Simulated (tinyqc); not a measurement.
Competing polymorphs of an oxide film: bulk, surface, grain-boundary, dopant and field terms: one step, computed by the program tinyqc.

Phases: monoclinic m (reference), polar orthorhombic o, tetragonal t. Free energies per formula unit (f.u.); 1 J/m^2 x angstrom^3/nm = 6.241509 meV.

Task: Crossing points. With G = b + gamma Omega A (b the bulk free energy per formula unit, A the area per volume), two phases i, j cross at A_ij = (b_j - b_i)/(Omega (gamma_i - gamma_j)); o has a window only if A_mo < A_ot.

Inputs (values chosen for the exercise, for a model oxide): surface energy of m = 3.12 J/m^2; surface energy of o = 2.75 J/m^2; surface energy of t = 2.48 J/m^2; volume per formula unit Omega = 35.1 angstrom^3; temperature T = 500 K.

b (meV/f.u.): m 0.000, o 42.634, t 51.230

Give: A_mo; A_ot; A_mt.

Result:

A_mo = 0.5260 1/nm

A_ot = 0.1453 1/nm

A_mt = 0.3654 1/nm

o has no window: the sequence goes from m to t at A = 0.365 1/nm.
